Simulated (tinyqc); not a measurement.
Inside a calculation. Model: switching kinetics of a ferroelectric film and the memory window of a ferroelectric gate stack. Computed by tinyqc, a small Python program that keeps every step. Command: `OMP_NUM_THREADS=1 python tinyqc.py 3006016 3006017 out.jsonl feswitch walk`. One thread of a shared host (Intel(R) Xeon(R) Processor @ 2.30GHz), about 0.02 s of CPU time with the checks. Intermediate numbers are printed to about 7 digits and carried at full precision; extremes and crossings named in words are read from the listed rows.

Fields in MV/cm; 1 microcoulomb/cm^2 over eps_0 is 11.29409 MV/cm. In the stack (metal, ferroelectric, interlayer, channel) the channel is taken as a conductor.

Inputs (values chosen for the exercise, for a model film):
```
quantity,value,unit
saturation polarisation P_s,34,microcoulomb/cm^2
ratio P_r/P_s,0.7,-
coercive field E_c,0.98,MV/cm
permittivity of the ferroelectric eps_F,41,-
thickness t_F,6.6,nm
permittivity of the interlayer eps_I,7.5,-
interlayer thickness t_I,0.52,nm
share s of P screened by trapped charge,0.91,-
pulse height V,3.6,V
time constant t_inf,2e-10,s
activation field E_a,6.5,MV/cm
Merz exponent alpha,2,-
dimension n,3,-
half width w of log10 t,0.24,-
pulse length t_p,6.7e-06,s
breakdown field of the interlayer,16,MV/cm
```

Kinetics: nucleation-limited (NLS).

## The hysteresis loop

Saturated branches: P(E) = P_s tanh[(E -/+ E_c)/(2 delta)], delta = E_c/ln[(1 + P_r/P_s)/(1 - P_r/P_s)]; D = P + eps_0 eps_F E.

delta = 0.5649714 MV/cm

P on both branches (microcoulomb/cm^2) at E/E_c = -3, -2, -1, -0.5, 0, 0.5, 1, 1.5, 2, 3:
```
E (MV/cm),rising branch,falling branch
-2.94,-33.93412,-31.94631
-1.96,-33.62834,-23.80000
-0.98,-31.94631,0.00000
-0.49,-29.30690,13.88449
0.00,-23.80000,23.80000
0.49,-13.88449,29.30690
0.98,0.00000,31.94631
1.47,13.88449,33.12190
1.96,23.80000,33.62834
2.94,31.94631,33.93412
```

peak differential permittivity eps_F + P_s/(2 delta eps_0) = 380.8394

## Memory window

At threshold the channel charge is negligible, so D = 0 on each branch: (1 - s) P(E) + eps_0 eps_F E = 0, with the screened share s. The rising branch has the root E0 between 0 and E_c; window = 2 E0 t_F; its upper bound is 2 E_c t_F.

field E0 = 0.3989188 MV/cm

memory window = 0.5265728 V

bound 2 E_c t_F = 1.2936 V

fixed-charge estimate 2 (1 - s) P_r t_F/(eps_0 eps_F) = 0.7788625 V

Charge and coercive field both limit the window.

## Fields in the stack

Series stack: V = E_F t_F + E_I t_I and eps_I E_I = eps_F E_F + (1 - s) P/eps_0. Before switching P = -P_r, after it P = +P_s; in retention V = 0 and P = +P_r.

E_F before switching = 3.990113 MV/cm

E_F after switching = 3.558724 MV/cm

E_I after switching = 24.06235 MV/cm

depolarising field in retention = 0.1776308 MV/cm

depolarising field over E_c = 0.1812559

The interlayer field exceeds its breakdown field. Caution: the interlayer field exceeds its breakdown field, so charge injection would change the fields.

## Switched share after the pulse

Merz's law: t1 = t_inf exp[(E_a/E)^alpha] at the mean of the fields before and after switching. NLS: switched share = integral of [1 - exp(-(t/tau)^n)] F(z) dz over z = log10 tau, with the Lorentzian F = (1/pi) w/[(z - log10 t1)^2 + w^2].

mean field = 3.774419 MV/cm

switching time t1 = 3.881640e-09 s

switched share = 0.9769662

t_p is 1700 t1. A field higher by 10 % would shorten t1 by a factor 1.7. The step approximation 1/2 + arctan[log10(t_p/t1)/w]/pi gives 0.976.

## KAI against NLS in time

KAI: 1 - exp[-(t/t1)^n]. NLS: the same kernel averaged over the Lorentzian F = (1/pi) w/[(z - log10 t1)^2 + w^2] in z = log10 tau.

Switched share:
```
log10(t/t1),KAI,NLS
-3.0,0.000000,0.0262507
-2.0,0.000001,0.0400874
-1.0,0.001000,0.0862900
-0.5,0.031128,0.1919945
-0.2,0.222124,0.3788191
0.0,0.632121,0.5721241
0.2,0.981334,0.7439012
0.5,1.000000,0.8669280
1.0,1.000000,0.9289014
2.0,1.000000,0.9632311
3.0,1.000000,0.9751910
```

KAI goes from 10 to 90 % within 0.45 decades of time; a Lorentzian of this width needs about 2 w tan(0.4 pi) = 1.5 decades. Three decades after t1, 2.5 % of the NLS film has not switched, and three decades before it 2.6 % already has: the tails set write margins and disturb errors.

## Interlayer thickness

Series stack: V = E_F t_F + E_I t_I and eps_I E_I = eps_F E_F + (1 - s) P/eps_0. E_I is for P = +P_s at the pulse height, the depolarising field for P = +P_r at V = 0; V needed puts E_F = 1.5 E_c after switching.

Stack against t_I:
```
t_I (nm),E_F after (MV/cm),E_I (MV/cm),depolarising field / E_c,V needed (V)
0.3,4.201165,27.57436,0.1198333,1.349520
0.5,3.610286,24.34422,0.1763261,1.602399
0.8,2.944740,20.70590,0.2399578,1.981719
1.2,2.315381,17.26540,0.3001295,2.487479
1.6,1.865370,14.80535,0.3431542,2.993238
2.0,1.527606,12.95890,0.3754472,3.498998
3.0,0.964175,9.87881,0.4293157,4.763397
```

Each nanometre of interlayer costs 1.26 V, against 0.15 V for a nanometre of ferroelectric. The depolarising field grows from 0.12 to 0.43 E_c. At E_F = 1.5 E_c the interlayer carries (1.5 eps_F E_c + (1 - s) P_s/eps_0)/eps_I = 12.6 MV/cm whatever its thickness. Caution: rows with E_I above the breakdown field of the interlayer cannot be reached without charge injection. Caution: where E_F after switching is below E_c the switching stalls before P_s, and where the depolarising field exceeds E_c the state switches back, so those rows describe states that are not held.

Checks made by the program: the remanence (relative difference below 1e-10).
